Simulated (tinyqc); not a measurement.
Berg model of reactive sputtering of a nitride or oxide: poisoning, hysteresis and pumping speed. Inputs raised by 5 %, one at a time. Computed by tinyqc, a small Python program. Command: `OMP_NUM_THREADS=1 python tinyqc.py 3018543 3018544 out.jsonl berg sens`. One thread of a shared host (Intel(R) Xeon(R) Processor @ 2.30GHz), about 0.06 s of CPU time with the checks.

A diatomic gas reacts with bare metal on the target and on the collecting surfaces; ions remove metal and compound from the target. theta_t and theta_c are the compound fractions.

Inputs (values chosen for the exercise, close to those used for aluminium oxide):

| quantity | value | unit |
|---|---|---|
| ion current density J | 42 | mA/cm^2 |
| target area A_t | 250 | cm^2 |
| collecting area A_c | 2300 | cm^2 |
| metal yield Y_m | 1 | - |
| compound yield Y_c | 0.033 | - |
| sticking coefficient alpha | 0.23 | - |
| reactive atoms per metal atom z | 1.5 | - |
| gas mass M | 32 | u |
| pumping speed S | 400 | l/s |
| gas temperature T | 300 | K |
| reactive partial pressure P | 0.047 | Pa |

Constants: e = 1.602176634e-19 C; u = 1.6605390666e-27 kg; k_B = 1.380649e-23 J/K.

Method:
- Ion flux j = J/e; gas flux F = P/sqrt(2 pi M k_B T). Target: (2/z) alpha F (1 - theta_t) = j Y_c theta_t. Sputtered flows F_c = j Y_c theta_t A_t, F_m = j Y_m (1 - theta_t) A_t. Collector: (2/z) alpha F (1 - theta_c) A_c + F_c (1 - theta_c) = F_m theta_c. Gas use Q = alpha F [(1 - theta_t) A_t + (1 - theta_c) A_c] + P S/(k_B T); 1 sccm = 4.4780e17 molecules/s. Rate R = F_m + F_c, given relative to j Y_m A_t.
- P is a single-valued function of the flow Q only if dQ/dP > 0 everywhere: S must exceed k_B T times the steepest fall of the surface terms with P.
- Turning points solve dQ/dP = 0; a jump keeps Q fixed; the width of the loop is the difference of the two turning flows.

Runs:

| input moved | from | to | critical pumping speed (l/s) | total flow Q (sccm) | width of the loop (sccm) | pressure of the steepest fall (Pa) |
|---|---|---|---|---|---|---|
| base run | - | - | 429.49 | 30.453 | 0.14854 | 0.035866 |
| target area A_t (cm^2) | 250 | 262.5 | 432.76 | 31.348 | 0.17752 | 0.036725 |
| collecting area A_c (cm^2) | 2300 | 2415 | 447.47 | 30.564 | 0.29495 | 0.035028 |
| metal yield Y_m | 1 | 1.05 | 435.25 | 31.216 | 0.19766 | 0.036659 |
| compound yield Y_c | 0.033 | 0.03465 | 423.66 | 31.179 | 0.11009 | 0.036847 |
| sticking coefficient alpha | 0.23 | 0.2415 | 450.97 | 29.975 | 0.31898 | 0.034158 |
| reactive partial pressure P (Pa) | 0.047 | 0.04935 | 429.49 | 30.482 | 0.14854 | 0.035866 |

Exponents ln(y'/y) / ln(x'/x):

| input | critical pumping speed | total flow Q | width of the loop | pressure of the steepest fall |
|---|---|---|---|---|
| target area A_t | 0.155 | 0.594 | 3.653 | 0.485 |
| collecting area A_c | 0.840 | 0.075 | 14.059 | -0.485 |
| metal yield Y_m | 0.273 | 0.507 | 5.855 | 0.448 |
| compound yield Y_c | -0.280 | 0.483 | -6.141 | 0.553 |
| sticking coefficient alpha | 1.000 | -0.324 | 15.664 | -1.000 |
| reactive partial pressure P | 0.000 | 0.020 | 0.000 | 0.000 |

To which inputs is each result most sensitive?

Among the inputs moved here: critical pumping speed answers most in size to sticking coefficient alpha (exponent +1.000), next to collecting area A_c (+0.840); its exponent is below 0.0005 for reactive partial pressure P. Its exponent +1.000 in sticking coefficient alpha: surface pumping is proportional to alpha. Total flow Q answers most in size to target area A_t (exponent +0.594), next to metal yield Y_m (+0.507). Width of the loop answers most in size to sticking coefficient alpha (exponent +15.664), next to collecting area A_c (+14.059); its exponent is below 0.0005 for reactive partial pressure P. pressure of the steepest fall answers most in size to sticking coefficient alpha (exponent -1.000), next to compound yield Y_c (+0.553); its exponent is below 0.0005 for reactive partial pressure P. Its exponent -1.000 in sticking coefficient alpha: only alpha F enters the coverages.
